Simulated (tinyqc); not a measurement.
Heterojunction of two tight-binding chains: one step. Wave numbers and velocities. Four cases, with inputs chosen for the exercise.

Task: The left chain has hopping t1 and band bottom 0, the right one t2 and dE. cos(ka) = 1 - (E - bottom)/(2t); dE/dk = 2 t a sin(ka).

Case 1.

Values chosen (out of a larger set: masses and offset of the size met at InAs / GaSb; not measured data): a = 4 angstrom (site spacing); dE = 1.06 eV (band offset); E = 1.19 eV (electron energy).

t1 = 9.921828 eV
t2 = 5.411906 eV

Case 2.

Values chosen (out of a larger set: masses and offset of the size met at Si / SiGe; not measured data): a = 5.65 angstrom (site spacing); dE = 0.13 eV (band offset); E = 0.17 eV (electron energy).

t1 = 0.678131 eV
t2 = 0.596755 eV

Case 3.

Values chosen (out of a larger set: masses and offset of the size met at GaAs / AlGaAs; not measured data): a = 5.65 angstrom (site spacing); dE = 0.24 eV (band offset); E = 0.41 eV (electron energy).

t1 = 1.808348 eV
t2 = 1.341022 eV

Case 4.

Values chosen (out of a larger set: masses and offset of the size met at GaAs / AlGaAs; not measured data): a = 5 angstrom (site spacing); dE = 0.28 eV (band offset); E = 0.305 eV (electron energy).

t1 = 2.146469 eV
t2 = 1.693325 eV

Give: ka; dE/dk.

Result:

Case 1.

ka (rad): left 0.34807, right 0.15514

dE/dk (eV angstrom): left 27.0738, right 6.6900

Case 2.

ka (rad): left 0.50607, right 0.25963

dE/dk (eV angstrom): left 3.7145, right 1.7312

Case 3.

ka (rad): left 0.48077, right 0.35795

dE/dk (eV angstrom): left 9.4502, right 5.3092

Case 4.

ka (rad): left 0.37922, right 0.12158

dE/dk (eV angstrom): left 7.9462, right 2.0537

Computed by tinyqc, one run a case: `OMP_NUM_THREADS=1 python tinyqc.py N N+1 out.jsonl` with N = 1452247, 1452393, 1452425, 1452608; one thread of a shared Intel(R) Xeon(R) Processor @ 2.30GHz, about 0.01 s a run at most.
